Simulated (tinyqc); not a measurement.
Energy and delay of logic against supply voltage: optimum supplies against the slope factor.

One expression serves below and above threshold: I(Vg) = Ik [ln(1 + exp((Vg - VT + dd V)/(al nf Vt)))]^al, with I_on = I(V) and I_off = I(0). Gate delay td = kd C V/I_on, clock period LD td. Per gate and cycle the switching energy is act C V^2 and the leakage energy I_off V LD td. No short-circuit current, no variation. Minima are sought above 0.09 V; below a few Vt gates no longer switch and the model has no meaning.

V_min minimises the energy and V_EDP the product of energy and td.

Parameters, values chosen for the exercise; values of the order met in logic technologies:
- T = 300 K (temperature)
- VT = 0.37 V (threshold voltage at zero drain bias)
- dd = 0.07 (barrier lowering per volt of supply)
- Ik = 1.4 uA (specific current of a gate)
- al = 1.4 (exponent of the current law)
- C = 3.1 fF (load capacitance of a gate)
- kd = 0.9 (delay factor)
- LD = 16 (logic depth)
- act = 0.2 (activity factor)

Constants: q = 1.602176634e-19 C, kB = 1.380649e-23 J/K, Vt = kB T/q. Results are converted to the units shown.

Optimum supplies against the slope factor:
```
nf   V_min (V)  energy at V_min (aJ)  leakage share (%)  clock at V_min (MHz)  V_EDP (V)  clock at V_EDP (GHz)
1       0.1163                 15.11              44.48               0.02020     0.6483                 1.039
1.1     0.1279                 18.29              44.53               0.06734     0.6482                0.9092
1.2     0.1395                 21.79              44.62                0.1819     0.6480                0.8045
1.3     0.1510                 25.61              44.79                0.4176     0.6478                0.7188
1.4     0.1625                 29.79              45.04                0.8429     0.6475                0.6474
1.5     0.1739                 34.32              45.41                 1.533     0.6471                0.5873
```

As nf goes from 1 to 1.5, V_min rises from 0.116 to 0.174 V, the energy there rises from 15.1 to 34.3 aJ, the clock there rises from 0.0202 to 1.53 MHz and V_EDP stays near 0.648 V.

Numbers from tinyqc (`OMP_NUM_THREADS=1 python tinyqc.py 2082021 2082022 out.jsonl`; about 0.01 s on one thread of a shared Intel Xeon 2.30GHz).
